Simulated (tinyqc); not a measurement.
From results back to parameters: propagation of a band-gap error through k.p and effective-mass formulas. Three cases, with inputs chosen for the exercise.

Problem. A calculation returned the electron mass below. With 1/me = 1 + Ep (E + 2 Dso/3)/(E (E + Dso)) and the given Ep and Dso, which gap E did it have, and by what factor is exp(-E/2kT) off against the gap Eg?

Constants: kB = 8.617333262e-05 eV/K.

Case 1.

Values chosen (reference values near those of CdTe, gap at low temperature; the results hold for these values, not for the real material): Eg = 1.616 eV (gap at Gamma to the s-like level); Dso = 0.905 eV (spin-orbit splitting); Ep = 19 eV (Kane energy); T = 300 K (temperature).

me = 0.0799257 m0

Case 2.

Values chosen (reference values near those of InP, gap at low temperature; the results hold for these values, not for the real material): Eg = 1.438 eV (gap at Gamma to the s-like level); Dso = 0.106 eV (spin-orbit splitting); Ep = 21.1 eV (Kane energy); T = 300 K (temperature).

me = 0.0728886 m0

Case 3.

Values chosen (reference values near those of ZnSe, gap at low temperature; the results hold for these values, not for the real material): Eg = 2.832 eV (gap at Gamma to the s-like level); Dso = 0.406 eV (spin-orbit splitting); Ep = 23.8 eV (Kane energy); T = 77 K (temperature).

me = 0.1207527 m0

Find: X = 1/me - 1; E; log10 of the factor.
Solution. X E^2 + (X Dso - Ep) E - (2/3) Ep Dso = 0 has one positive root; the factor is exp((Eg - E)/2kT).

Case 1.

X = 1/me - 1 = 11.512
E = 1.438 eV
log10 of the factor = 1.50

Case 2.

X = 1/me - 1 = 12.720
E = 1.625 eV
log10 of the factor = -1.57

Case 3.

X = 1/me - 1 = 7.281
E = 3.144 eV
log10 of the factor = -10.21

Computed by tinyqc, one run a case: `OMP_NUM_THREADS=1 python tinyqc.py N N+1 out.jsonl` with N = 1880732, 1880747, 1880758; one thread of a shared Intel(R) Xeon(R) Processor @ 2.30GHz, about 0.01 s a run at most.
